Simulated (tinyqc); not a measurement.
Inside a calculation. Method: Hubbard ring of 4 sites. Computed by tinyqc, a small Python program that keeps every step. Settings: hopping = 0.72, U = 8.9, mixing = 0.2, iteration cap = 88. Command: `OMP_NUM_THREADS=1 python tinyqc.py 20729 20730 out.jsonl` (the two numbers bound the seeds that draw the settings). One thread of a shared host (Intel(R) Xeon(R) Processor @ 2.60GHz), about 0.2 s of CPU time with the checks.

one-body matrix (hopping and site energies) (eV), lower triangle:
```
         1        2        3       4
1  -0.7300
2  -0.7200   0.7500
3   0.0000  -0.7200   0.1300
4  -0.7200   0.0000  -0.7200  0.2900
```

U = 8.9000 eV

electrons, up and down: 2  1

n(up) at the start (a guess, not normalised): 1 0.5000, 2 0.5000, 3 0.5000, 4 0.5000

n(down) at the start (a guess): 1 0.2500, 2 0.2500, 3 0.2500, 4 0.2500

Each step fills the lowest levels of T + U n(other spin) and sets n(new) = n + mixing (n(out) - n); stop when output and input agree to 1e-8.

Course of the cycle:
```
iteration     E (eV)  largest |n(out) - n(in)|  mean |n_up - n_down|
1           2.562225                  3.89e-01                0.2500
2           1.277777                  2.59e-01                0.3055
3           0.730377                  2.16e-01                0.3845
4           0.315341                  1.97e-01                0.4563
5          -0.046158                  2.04e-01                0.5179
6          -0.354049                  2.55e-01                0.5667
7          -0.606362                  3.05e-01                0.6019
8          -0.799789                  3.33e-01                0.6244
9          -0.934399                  3.31e-01                0.6628
10         -1.021715                  3.06e-01                0.6881
11         -1.077397                  2.70e-01                0.7036
...              ...                       ...                   ...
78         -1.188420                  7.48e-06                0.7338
79         -1.188420                  6.39e-06                0.7338
80         -1.188420                  5.46e-06                0.7338
81         -1.188420                  4.66e-06                0.7338
82         -1.188420                  3.98e-06                0.7338
83         -1.188420                  3.40e-06                0.7338
84         -1.188420                  2.91e-06                0.7338
85         -1.188420                  2.48e-06                0.7338
86         -1.188420                  2.12e-06                0.7338
87         -1.188420                  1.81e-06                0.7338
88         -1.188420                  1.55e-06                0.7338
```

Can the last value be used, and what does the course show?

Not by the stop rule, although the second column moves by less than 1e-07 over the last three steps. Not converged within 88 iterations: the residual falls steadily but slowly, by a factor of about 0.85 a step. The lowest mean-field energy found from random starts is -1.18842 eV. Reruns (cap 100 unless said): mixing 0.5: converged in 59 to a higher stationary point (E = -0.90523); mixing 0.9: not converged; the original settings with a cap of 400: converged in 121 (E = -1.18842).
